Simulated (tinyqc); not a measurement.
Inside a calculation. Model: MESFET, gradual channel with velocity saturation.

Numbers from tinyqc (`OMP_NUM_THREADS=1 python tinyqc.py 2500022 2500023 out.jsonl`; about 0.04 s on one thread of a shared Intel Xeon 2.30GHz). Printed values are rounded.

A uniformly doped n-type channel, depleted from the top by a Schottky gate; at channel potential V the depleted share of a is u = sqrt((Vbi - Vg + V)/Vp), s at the source. Electrons drift with v = mu E/(1 + mu E/vsat). Abrupt depletion edge, no series resistance, source at 0.

Values chosen for this exercise; material values those of a made-up semiconductor: temperature T = 400 K; relative permittivity of the semiconductor eps_r = 14.5; conduction-band density of states at T Nc = 8.01e17 cm^-3; donor density of the channel Nd = 5e16 cm^-3; channel thickness a = 380 nm; low-field mobility at this doping mu = 4100 cm^2/(V s); saturation velocity vsat = 1.1e7 cm/s; gate length L = 5 um; gate width W = 50 um; Schottky barrier phiB = 0.73 V; gate voltage Vg = 0 V; drain voltage Vd = 1.4 V.

Constants: q = 1.602176634e-19 C, kB = 1.380649e-23 J/K, Vt = kB T/q, eps0 = 8.8541878128e-14 F/cm where lengths are in cm. Results are converted to the units shown.

## Built-in and pinch-off voltages

Vbi = phiB - Vt ln(Nc/Nd); Vp = q Nd a^2/(2 eps0 eps_r); G0 = q mu Nd a W/L; Z = mu Vp/(vsat L); s = sqrt((Vbi - Vg)/Vp). VT = Vbi - Vp.

Vbi = 0.634388 V
Vp = 4.50506 V
VT = -3.87068 V
G0 = 12.4810 mS
Z = 3.35832
s = 0.375255

Z = 3.36: velocity saturation dominates.

## Current below saturation

u = sqrt((Vbi - Vg + Vd)/Vp). I = (G0 Vp/3) F/(1 + Z (u^2 - s^2)), F = 3 (u^2 - s^2) - 2 (u^3 - s^3), with u at V = Vd; Z = 0 gives constant mobility, for which u stops at 1.

u = 0.671996
F = 0.431052
I for Z = 0 = 8.07899 mA
I = 3.95324 mA

The falling mobility lowers the current by 51.1 %.

## Iteration 1: the saturation point by Newton steps

u at the start = 0.375

a is the channel (half-)thickness, Vp its pinch-off voltage and Z = mu Vp/(vsat L); an iterate with u > 1 is an overshoot, not a physical state. f = (1 - u)(1 + Z (u^2 - s^2)) - Z F/3, F = 3 (u^2 - s^2) - 2 (u^3 - s^3); f' = -(1 + Z (u^2 - s^2)); u(new) = u - f/f'.

f = 0.625000
f' = -0.999357
u after iteration 1 = 1.00040

## Iteration 2: the saturation point by Newton steps

As before.

f = -0.766404
f' = -3.88812
u after iteration 2 = 0.803288

## Course of the iteration: the saturation point by Newton steps

Stop when u changes by less than 1e-10, or after 60 iterations.

Course of the iteration:
```
iteration,u,|change|
1,1.00040,0.625
2,0.803288,0.197
3,0.758018,0.0453
4,0.755809,2.21e-3
5,0.755804,5.07e-6
6,0.755804,2.67e-11
```

Converged in 6 iterations. At the end the number of correct digits about doubles with each step.

## Saturation voltage, current and transconductance

um = 0.755804

Vdsat = Vp (um^2 - s^2); Isat = (G0 Vp/Z)(1 - um), which is q Nd vsat a W (1 - um); gm = G0 (um - s)/(1 + Z (um^2 - s^2)). For Z = 0: Vdsat = Vp (1 - s^2), Isat = (G0 Vp/3)(1 - 3 s^2 + 2 s^3), gm = G0 (1 - s).

Vdsat = 1.93909 V
Isat = 4.08850 mA
gm = 1.94219 mS
Vdsat for Z = 0 = 3.87068 V
Isat for Z = 0 = 12.8055 mA
gm for Z = 0 = 7.79741 mS

The current saturates with 24.4 % of the channel still open at the drain, at 0.319 of the constant-mobility current.
